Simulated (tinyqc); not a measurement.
# Longitudinal sound in a periodic multilayer: transfer matrices, stop bands and folded phonons, step by step

A worked calculation. Computed by tinyqc, a small Python program that keeps every step. Command: `OMP_NUM_THREADS=1 python tinyqc.py 3000443 3000444 out.jsonl multilayer walk`. One thread of a shared host (Intel(R) Xeon(R) Processor @ 2.30GHz), about 0.01 s of CPU time with the checks. Intermediate numbers are printed to about 7 digits and carried at full precision; extremes and crossings named in words are read from the listed rows.

Layers 1 and 2 repeat with period d = d_1 + d_2; waves travel normal to the layers, without loss. State vector (u, s): displacement u and stress divided by omega. Impedances Z = rho v are in 1e6 kg/(m^2 s).

Inputs (values chosen for the exercise, modelled on silica (layer 1), platinum (layer 2) and silicon (substrate)):
```
quantity                    value    unit
density rho_1                2.16  g/cm^3
velocity v_1                 5910     m/s
thickness d_1                9.21      nm
density rho_2                  21  g/cm^3
velocity v_2                 4030     m/s
thickness d_2                6.29      nm
substrate density            2.33  g/cm^3
substrate velocity           8590     m/s
periods N                      12       -
frequency f                   273     GHz
optical wave vector q d/pi   0.14       -
```

## Impedances, mean velocity and Bragg frequency

Z = rho v; interface reflection r = (Z_2 - Z_1)/(Z_2 + Z_1) (stress amplitude, from 1 into 2); Bragg frequency f_B = 1/[2 (d_1/v_1 + d_2/v_2)]; long-wave velocity v_eff = d/sqrt[(d_1/v_1)^2 + (d_2/v_2)^2 + (Z_1/Z_2 + Z_2/Z_1)(d_1/v_1)(d_2/v_2)].

Z_1 = 12.7656

Z_2 = 84.63

Z of the substrate = 20.0147

interface reflection r = 0.7378608

Bragg frequency f_B = 160.2991 GHz

long-wave velocity v_eff = 3354.024 m/s

## Transfer matrix of one period

A layer maps (u, s) by [[cos p, sin p/Z], [-Z sin p, cos p]], p = 2 pi f d_i/v_i; one period is M = M_2 M_1, and cos(q d) = trace(M)/2.

phase p_1 = 2.673097 rad

phase p_2 = 2.677245 rad

M:
```
           1            2
1  0.7672689  -0.03634814
2   38.97070   -0.5428508
```

trace(M)/2 = 0.1122090

|trace/2| < 1: f lies in a pass band, with q d = 1.4584 rad (folded into 0 to pi).

## Transmission through N periods

For N periods A = M^N. A wave comes from a thick layer of material 1 and leaves into the substrate (Z_s): transmitted power T = 4 Z_1 Z_s/|Z_1 A_22 + Z_s A_11 - i (Z_1 Z_s A_12 - A_21)|^2, reflected power R = 1 - T.

A = M^N:
```
            1           2
1  -0.4234846  0.03568592
2   -38.26070   0.8627662
```

transmitted power T = 0.4539882

T in decibel = -3.429554 dB

## The first stop band

Gap m contains m f_B; its edges, where trace(M)/2 = (-1)^m, are found by root search. Weak-contrast estimate of the width: (4 f_B/pi) |r sin(m pi a)|, a = (d_1/v_1)/(d_1/v_1 + d_2/v_2).

lower edge = 75.60862 GHz

upper edge = 244.9893 GHz

width/f_B = 105.6654 %

transmitted power at f_B = 1.207214e-19

Caution: so small a transmitted power at f_B holds only for perfect layers and strictly normal incidence.

## The first four gaps

The formulas are those given above.

Stop bands (GHz):
```
m  lower edge  upper edge     width  weak-contrast estimate
1     75.6086    244.9893  169.3807                150.5966
2    320.4148    320.7817    0.3668                  0.3668
3    396.2072    565.5867  169.3794                150.5957
4    640.8297    641.5633    0.7336                  0.7336
```

With a = 0.500, gap 1 is the widest and gap 2 the narrowest: the layers are near a quarter wave each at f_B, so the even gaps almost close. The weak-contrast estimate misses the first width by -11.1 % at |r| = 0.74. Odd gaps open at the edge of the folded zone (q = pi/d), even ones at its centre.

## Mirror strength against the number of periods

The formulas are those given above.

Transmitted power:
```
N       T at f_B  T at f_B (dB)     T at f
1      0.1330322      -8.760433  0.4258663
2    0.003241397      -24.89268  0.9538668
3   7.386788e-05      -41.31544  0.4374937
4   1.680761e-06      -57.74494  0.8524486
6   8.701134e-10      -90.60424  0.7138836
8   4.504487e-13      -123.4635  0.5930623
12  1.207214e-19      -189.1822  0.4539882
16  3.235364e-26      -254.9008  0.4287893
24  2.323812e-39      -386.3380  0.7117665
```

At f_B each further period removes 16.43 dB at large N, which is 20 log10 of the impedance ratio, 16.43 dB, as for a quarter-wave stack; 99 % reflection needs N = 2 among these rows. At f, in a pass band, T does not decay with N. Values below about 1e-6 belong to the ideal stack: roughness and scattering into other modes, left out here, set a floor in a real one.

## Folded doublet seen in light scattering

Light transfers the wave vector q. Solve trace(M)/2 = cos(q d) on the first branch (Brillouin line) and on the two branches around 2 f_B (first folded doublet); 1/cm = 29.9792458 GHz.

Brillouin line = 15.08024 GHz

lower folded mode = 305.5169 GHz

upper folded mode = 335.6796 GHz

centre of the doublet = 10.69401 1/cm

splitting / twice the Brillouin frequency = 1.000075

The doublet is split by about twice the Brillouin frequency, as for a folded straight line; its centre measures the period.

Checks made by the program: trace against Rytov's formula cos p_1 cos p_2 - (1/2)(Z_1/Z_2 + Z_2/Z_1) sin p_1 sin p_2 (relative difference below 1e-10).
